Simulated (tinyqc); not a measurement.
UHF in the 6-31g basis, for H2, spin multiplicity 1, step by step. One step of it, computed by the program tinyqc.

Problem. Iteration 2: building the Fock matrix. J_ij = sum D_kl (ij|kl) with D = D(alpha) + D(beta), K_ij = sum D_kl (ik|jl) for each spin; F = H + J - K(s); E = tr D H + tr D J / 2 - 0.5 sum_s tr D(s) K(s) + E_nn.

D(alpha) after iteration 1:
```
          1H 1s     1H 2s      2H 1s      2H 2s
1H 1s  0.191783  0.225547   0.007224   0.081636
1H 2s  0.225547  0.267393   0.012070   0.093462
2H 1s  0.007224  0.012070   0.006253  -0.001185
2H 2s  0.081636  0.093462  -0.001185   0.037784
```

D(beta) after iteration 1:
```
           1H 1s      1H 2s     2H 1s     2H 2s
1H 1s   0.006253  -0.001185  0.007224  0.012070
1H 2s  -0.001185   0.037784  0.081636  0.093462
2H 1s   0.007224   0.081636  0.191783  0.225547
2H 2s   0.012070   0.093462  0.225547  0.267393
```

core Hamiltonian H = T + V (hartree):
```
           1H 1s      1H 2s      2H 1s      2H 2s
1H 1s  -0.729811  -0.791570  -0.352858  -0.510808
1H 2s  -0.791570  -0.829297  -0.510808  -0.668320
2H 1s  -0.352858  -0.510808  -0.729811  -0.791570
2H 2s  -0.510808  -0.668320  -0.791570  -0.829297
```

Two-electron integrals (ij|kl) in chemists' order, unique and non-zero (hartree):
```
(11|11) 1.076566   (21|11) 0.578470   (21|21) 0.329423   (22|11) 0.587396
(22|21) 0.361304   (22|22) 0.453150   (31|11) 0.141942   (31|21) 0.083688
(31|22) 0.096448   (31|31) 0.031119   (32|11) 0.197260   (32|21) 0.124177
(32|22) 0.161532   (32|31) 0.051149   (32|32) 0.100439   (33|11) 0.468319
(33|21) 0.303044   (33|22) 0.415898   (33|31) 0.141942   (33|32) 0.310457
(33|33) 1.076566   (41|11) 0.310457   (41|21) 0.178175   (41|22) 0.197838
(41|31) 0.051149   (41|32) 0.078274   (41|33) 0.197260   (41|41) 0.100439
(42|11) 0.371302   (42|21) 0.231109   (42|22) 0.297742   (42|31) 0.073663
(42|32) 0.134603   (42|33) 0.371302   (42|41) 0.134603   (42|42) 0.220032
(43|11) 0.303044   (43|21) 0.194674   (43|22) 0.265599   (43|31) 0.083688
(43|32) 0.178175   (43|33) 0.578470   (43|41) 0.124177   (43|42) 0.231109
(43|43) 0.329423   (44|11) 0.415898   (44|21) 0.265599   (44|22) 0.364118
(44|31) 0.096448   (44|32) 0.197838   (44|33) 0.587396   (44|41) 0.161532
(44|42) 0.297742   (44|43) 0.361304   (44|44) 0.453150
```

nuclear repulsion = 0.47247965 hartree

Give: Coulomb J; exchange K(alpha); exchange K(beta); F(alpha); F(beta); total energy of this density.

Solution.

Coulomb J (hartree):
```
        1H 1s   1H 2s   2H 1s   2H 2s
1H 1s  1.2457  0.7465  0.2378  0.4312
1H 2s  0.7465  0.9109  0.4312  0.6710
2H 1s  0.2378  0.4312  1.2457  0.7465
2H 2s  0.4312  0.6710  0.7465  0.9109
```

exchange K(alpha) (hartree):
```
        1H 1s   1H 2s   2H 1s   2H 2s
1H 1s  0.6474  0.5092  0.1913  0.3370
1H 2s  0.5092  0.4550  0.1871  0.3165
2H 1s  0.1913  0.1871  0.1302  0.1630
2H 2s  0.3370  0.3165  0.1630  0.2465
```

exchange K(beta) (hartree):
```
        1H 1s   1H 2s   2H 1s   2H 2s
1H 1s  0.1302  0.1630  0.1913  0.1871
1H 2s  0.1630  0.2465  0.3370  0.3165
2H 1s  0.1913  0.3370  0.6474  0.5092
2H 2s  0.1871  0.3165  0.5092  0.4550
```

F(alpha) (hartree):
```
         1H 1s    1H 2s    2H 1s    2H 2s
1H 1s  -0.1315  -0.5542  -0.3064  -0.4166
1H 2s  -0.5542  -0.3735  -0.2668  -0.3137
2H 1s  -0.3064  -0.2668   0.3857  -0.2080
2H 2s  -0.4166  -0.3137  -0.2080  -0.1650
```

F(beta) (hartree):
```
         1H 1s    1H 2s    2H 1s    2H 2s
1H 1s   0.3857  -0.2080  -0.3064  -0.2668
1H 2s  -0.2080  -0.1650  -0.4166  -0.3137
2H 1s  -0.3064  -0.4166  -0.1315  -0.5542
2H 2s  -0.2668  -0.3137  -0.5542  -0.3735
```

total energy of this density = -1.022038 hartree

This density is a damped mixture and is not idempotent.
